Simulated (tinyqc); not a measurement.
Resistance of a source-drain extension with a graded tip: one step of the calculation.

y runs along the channel, the gate covers y > 0. The doping is N0 for y < y0 and N0 10^(-(y - y0)/la) beyond, uniform over the depth xj. Sheet conductance s(y) = q mu(N) max(N - Nch, 0) xj + (for y > 0) ma Cox Vo, with mu(N) = u0 + (u1 - u0)/(1 + (N/Nr)^au) and Cox = eps0 eox/tox. Current is taken as one-dimensional; depletion of the tip, spreading and the contact are left out. The metallurgical junction lies at yj, where N = Nch.

Problem. Sheet resistances and junction position. yj = y0 + la log10(N0/Nch); sheet resistance of the full extension 1/[q mu(N0)(N0 - Nch) xj] and of the gate-induced layer 1/(ma Cox Vo); metallurgical length Lg - 2 yj; ye is where the doped and the gate-induced conductances are equal.

Values chosen for this exercise; mobility law close to that of holes in silicon:
- eox = 3.9 (relative permittivity of the gate insulator (close to silicon dioxide))
- tox = 2.1 nm (insulator thickness)
- N0 = 5.6e19 cm^-3 (active doping of the extension far from the gate)
- la = 6.2 nm/decade (lateral abruptness)
- y0 = 0.2 nm (position under the gate where the fall begins (gate edge at 0))
- xj = 8 nm (depth of the extension)
- Nch = 2.5e18 cm^-3 (channel doping)
- Vo = 0.55 V (gate overdrive)
- ma = 44 cm^2/(V s) (mobility of the gate-induced layer)
- u1 = 470.5 cm^2/(V s) (mobility at low doping)
- u0 = 44.9 cm^2/(V s) (mobility at high doping)
- Nr = 2.23e17 cm^-3 (reference doping)
- au = 0.719 (exponent)
- Lg = 50 nm (gate length)

Constants: q = 1.602176634e-19 C, eps0 = 8.8541878128e-14 F/cm where lengths are in cm. Results are converted to the units shown.

Give: yj; sheet resistance of the extension; sheet resistance of the induced layer; metallurgical length; ye; N at ye.

Solution.

yj = 8.5715 nm
sheet resistance of the extension = 2764.0 ohm/square
sheet resistance of the induced layer = 25130 ohm/square
metallurgical length = 32.857 nm
ye = 6.0468 nm
N at ye = 6.3850e18 cm^-3

The gate takes over 2.52 nm before the junction, where N is still 2.55 times the channel doping.

Numbers from tinyqc (`OMP_NUM_THREADS=1 python tinyqc.py 2282153 2282154 out.jsonl`; about 0.03 s on one thread of a shared Intel Xeon 2.30GHz).
